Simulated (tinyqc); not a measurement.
Stretching all distances: RHF, UHF, MP2, CISD and CCSD against full CI in the sto-3g basis, for H4, spin multiplicity 1. Computed by the program tinyqc with PySCF. All coordinates are multiplied by the scale. c0^2 is the weight of the RHF determinant in the lowest singlet FCI state (UHF is spin-contaminated and may lie near states of higher spin) and n(LUMO) the first natural occupation beyond the occupied space.

Geometry (angstrom):
```
atom,x,y,z
H,0.0000,0.0000,0.0000
H,0.0000,0.0000,0.7340
H,0.0000,0.0000,1.7220
H,0.0000,0.0000,2.4560
```

Full CI energy (hartree) and errors against it (kcal/mol):
```
scale,distance 1-2 (angstrom),E(FCI),RHF,UHF,MP2,CISD,CCSD,<S^2> UHF,c0^2,n(LUMO)
0.8800,0.6459,-2.162196,20.7742,20.7742,6.2921,0.1301,0.0084,0.0000,0.9832,0.0251
1.0500,0.7707,-2.226008,26.8688,26.8688,9.1235,0.2968,0.0213,0.0000,0.9733,0.0381
1.2200,0.8955,-2.219729,34.6088,34.6088,12.8954,0.6319,0.0470,0.0000,0.9586,0.0560
1.5700,1.1524,-2.129203,57.6828,57.0723,24.7621,2.5034,0.1441,0.1762,0.9054,0.1174
1.7400,1.2772,-2.077005,73.1646,60.6060,32.9823,4.5026,0.2026,0.7264,0.8642,0.1636
1.9100,1.4019,-2.028572,91.6468,55.4881,42.8396,7.6385,0.2522,1.1333,0.8118,0.2222
2.0800,1.5267,-1.986953,112.9028,46.1204,54.0127,12.1641,0.2755,1.4232,0.7501,0.2921
```

Estimate the missing row, scale = 1.39.

Computed row:
```
scale   distance 1-2 (angstrom)     E(FCI)      RHF      UHF      MP2    CISD    CCSD  <S^2> UHF    c0^2  n(LUMO)
1.3900                   1.0203  -2.182225  44.4561  44.4561  17.8737  1.2683  0.0875     0.0000  0.9374   0.0809
```

UHF parts from RHF first at scale 1.57 of those listed, where <S^2> leaves zero. The weight c0^2 goes from 0.98 to 0.75 and n(LUMO) from 0.03 to 0.29: static correlation grows as the bonds break into open-shell fragments. The spread of the error along the curve, which distorts its shape, is CCSD 0.3, CISD 12.0, UHF 39.8, MP2 47.7, RHF 92.1 kcal/mol.
